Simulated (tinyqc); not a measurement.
Ellipsometry and reflectance of a transparent film on an absorbing substrate: two steps of the calculation.

Air (index 1), film, substrate with N2 = n2 - i k2; time factor exp(+i w t). q_j = sqrt(N_j^2 - sin^2 th), root with positive real part. Fresnel coefficients r_s = (q_a - q_b)/(q_a + q_b), r_p = (N_b^2 q_a - N_a^2 q_b)/(N_b^2 q_a + N_a^2 q_b). tan(Psi) exp(i Delta) = R_p/R_s, Delta taken from 0 to 360 degrees.

Parameters, values chosen for the exercise; indices close to those of silicon dioxide on silicon: wavelength lam = 546.1 nm; angle of incidence th = 65 degrees; index of the transparent film n1 = 1.465; film thickness d = 170 nm; index of the substrate n2 = 4.086; extinction coefficient of the substrate k2 = 0.031.

Problem 1. Interface coefficients and thickness period. q0, q1, q2 and the coefficients r01 and r12 for p and s; the results repeat in d with the period lam/(2 q1).

Wanted: q0; q1; q2; r01,p; r01,s; r12,p; r12,s; period.

Solution 1.

q0 = 0.42262
q1 = 1.1510
q2 = 3.9842-0.0318i
r01,p = -0.11855
r01,s = -0.46288
r12,p = 0.38412-0.00307i
r12,s = -0.55174+0.00278i
period = 237.23 nm

Problem 2. Psi, Delta and reflectances. beta = 2 pi d q1/lam, X = exp(-2 i beta), R = (r01 + r12 X)/(1 + r01 r12 X) for p and s.

q1 = 1.1510131
r01,p = -0.11854891
r01,s = -0.46287515
r12,p = 0.38411578-0.00306639i
r12,s = -0.55173689+0.00277516i

Give: beta; X; R_p; R_s; Psi; Delta; |R_p|^2; |R_s|^2.

Solution 2.

beta = 2.2513 rad
X = -0.20822+0.97808i
R_p = -0.20984+0.36365i
R_s = -0.48637-0.44153i
Psi = 32.585 degrees
Delta = 257.75 degrees
|R_p|^2 = 0.17628
|R_s|^2 = 0.43150

The bare substrate gives Psi = 19.00 and Delta = 179.41 degrees.

Numbers from tinyqc (`OMP_NUM_THREADS=1 python tinyqc.py 2870193 2870194 out.jsonl`; about 0.01 s on one thread of a shared Intel Xeon 2.30GHz).
